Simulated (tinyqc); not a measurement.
# Which input was changed?

Model: electron mobility of a polar semiconductor by Rode's iterative solution of the Boltzmann equation. Computed by tinyqc, a small Python program. Command: `OMP_NUM_THREADS=1 python tinyqc.py 3026577 3026578 out.jsonl rode which`. One thread of a shared host (Intel(R) Xeon(R) Processor @ 2.30GHz), about 0.1 s of CPU time with the checks.

The distribution is f(E) + e F l(E) (-df/dE) cos(theta) for a weak field F, theta counted from the force; l(E) is a mean free path. Elastic processes enter by their momentum rate, polar optical phonons by out- and in-scattering terms. One valley only: where upper valleys lie close, measured mobilities are lower. The density n is prescribed, even where a narrow-gap material would have more intrinsic carriers.

Inputs (values chosen for the exercise, for a model polar semiconductor):
```
quantity                               value    unit
effective mass m                       0.046     m_0
static permittivity eps_s               7.82       -
high-frequency permittivity eps_inf     3.56       -
density rho                             5750  kg/m^3
sound velocity v_l                      3130     m/s
acoustic deformation potential D_A         8      eV
optical phonon energy hbar w            57.8     meV
piezoelectric coupling K               0.093       -
electron density n                   6.3e+16  1/cm^3
compensation ratio C                       0       -
temperature T                            200       K
grid points per phonon energy s            8       -
iteration cap                            200       -
```

Band: parabolic. Elastic processes: acoustic, piezoelectric, impurity.

Constants: k_B = 8.617333262e-05 eV/K; m_0 = 9.1093837015e-31 kg; e = 1.602176634e-19 C; hbar = 1.054571817e-34 J s; eps_0 = 8.8541878128e-12 F/m; k_B = 1.380649e-23 J/K; hbar = 6.582119569e-16 eV s.

Method:
- Parabolic band: E = hbar^2 k^2/(2 m), speed v = hbar k/m, states per spin, volume and energy g(E) = m k/(2 pi^2 hbar^2). Masses are multiplied by m_0 and all formulas are in SI units.
- The reduced Fermi level eta = E_F/(k_B T) solves n = 2 Z int g f dE with f = 1/(1 + exp(x - eta)) (Z = 1 unless valleys are given); screening length L_s = sqrt(eps_s eps_0 k_B T/(e^2 dn/deta)), dn/deta = 2 Z int g f (1 - f) dE.
- Integrals over x = E/(k_B T) use 160 Gauss-Legendre points in u = sqrt(x) from 0 to sqrt(max(eta, 0) + 32).
- N_I = n (1 + C)/(1 - C).
- Phonon occupation N_q = 1/(exp(hbar w/(k_B T)) - 1).
- Acoustic deformation potential (elastic, equipartition, absorption and emission together): 1/tau = 2 pi k_B T D_A^2 g(E)/(hbar rho v_l^2).
- Piezoelectric (elastic, unscreened, momentum relaxation): 1/tau = e^2 K^2 k_B T m (1 + 2 alpha E)/(2 pi eps_s eps_0 hbar^3 k), with alpha = 0 for a parabolic band.
- Singly charged impurities, momentum relaxation: 1/tau = N_I e^4 m (1 + 2 alpha E) Phi/(8 pi (eps_s eps_0)^2 hbar^3 k^3), with alpha = 0 for a parabolic band.
- Brooks-Herring: Phi = ln(1 + b) - b/(1 + b), b = 4 k^2 L_s^2.
- Polar optical, unscreened: W = e^2 w (1/eps_inf - 1/eps_s) m (1 + 2 alpha E') ln|(k + k')/(k - k')| / (4 pi eps_0 hbar^2 k), times N_q for absorption (E' = E + hbar w) and N_q + 1 for emission (E' = E - hbar w > 0), with alpha = 0 for a parabolic band; mean cosine of the angle <cos> = (k^2 + k'^2)/(2 k k') - 1/ln|(k + k')/(k - k')|.
- Energy grid E_j = (j + 1/2) hbar w/s, j = 0, 1, ..., up to (max(eta, 0) + 18) k_B T, so that E_j +/- hbar w are grid points; l = 0 beyond the grid; integrals are sums times the spacing.
- With f' = f(E'): out-scattering S_o = sum over absorption and emission of W (1 - f')/(1 - f); nu = sum of elastic rates; the in-scattering weights are c+ = W_abs <cos> (1 - f')/(1 - f) for E' = E + hbar w and c- likewise for emission.
- Iteration: l_new(E) = [v(E) + c+ l(E + hbar w) + c- l(E - hbar w)]/(nu + S_o), from l = 0.
- mu = e sum g v l f (1 - f) / (3 k_B T sum g f) over the grid; stop when mu changes by less than 1e-8 of itself.
- Self-energy RTA: l = v/(nu + S_o), the first iteration. Momentum RTA: l = v/(nu + S_o - c+ v(E + hbar w)/v - c- v(E - hbar w)/v), listed only where the denominator is positive on the whole grid. The polar-only value solves the same system with nu = 0; the elastic value takes l = v/nu.

Problem. One of these inputs alone was changed, within the range given: static permittivity eps_s (3.91 to 15.64); acoustic deformation potential D_A (4 to 16); optical phonon energy hbar w (28.9 to 115.6); temperature T (100 to 400). Which one, and to what value?

Results:
```
run     polar-phonon mobility (cm^2/(V s))  mobility mu (cm^2/(V s))  self-energy RTA mobility (cm^2/(V s))
before                            11404.98                  4787.223                               4041.905
after                              9827.01                  5180.615                               4278.422
```

Solution.

Each candidate set to reproduce polar-phonon mobility, and what it then gives:
```
candidate                                range searched  value needed  mobility mu (cm^2/(V s))  self-energy RTA mobility (cm^2/(V s))
static permittivity eps_s                 3.91 to 15.64         9.680                    5180.6                                 4278.4
acoustic deformation potential D_A (eV)         4 to 16     no effect                         -                                      -
optical phonon energy hbar w (meV)        28.9 to 115.6         55.22                    4401.0                                 3653.2
temperature T (K)                            100 to 400         208.4                    4444.3                                 3692.1
```

Only static permittivity eps_s fits every result: it went from 7.82 to 9.68. The next best candidate, temperature T, misses one result by 14 %.
